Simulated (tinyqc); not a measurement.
Single-domain magnet: Stoner-Wohlfarth switching, Neel-Arrhenius retention, LLG dynamics and spin torque: one step, computed by the program tinyqc. Command: `OMP_NUM_THREADS=1 python tinyqc.py 3012573 3012574 out.jsonl macro walk`. One thread of a shared host (Intel(R) Xeon(R) Processor @ 2.30GHz), about 0.05 s of CPU time with the checks.

The moment is uniform, with unit vector m; z is the easy axis. mu_0 = 1.25663706212e-6 T m/A, gamma = 1.76085963023e11 rad/(s T).

Problem. Effective anisotropy. The disc is treated as an oblate spheroid with p = t/d: N_z = [1 - p arccos(p)/sqrt(1 - p^2)]/(1 - p^2); V = pi d^2 t/4; K_eff = K_u + K_i/t + K_shape, K_shape = -(mu_0 M_s^2/4)(3 N_z - 1); mu_0 H_K = 2 K_eff/M_s.

Inputs (values chosen for the exercise, for a model magnet):
```
quantity,value,unit
saturation magnetisation M_s,485,kA/m
diameter d,26,nm
thickness t,1.6,nm
interface anisotropy K_i,0.317,mJ/m^2
bulk anisotropy K_u,0,kJ/m^3
```

Shape: thin disc, easy axis normal to it.

Give: demagnetising factor N_z; volume V; K_shape; K_eff; anisotropy field mu_0 H_K.

Solution.

demagnetising factor N_z = 0.91040

volume V = 849.49 nm^3

K_shape = -127.93 kJ/m^3

K_eff = 70.193 kJ/m^3

anisotropy field mu_0 H_K = 0.28946 T

Shape works against the easy axis and takes 65 % of the other terms. Caution: a flat cylinder has a smaller N_z than the spheroid of the same t/d, so K_eff of a real disc is larger.
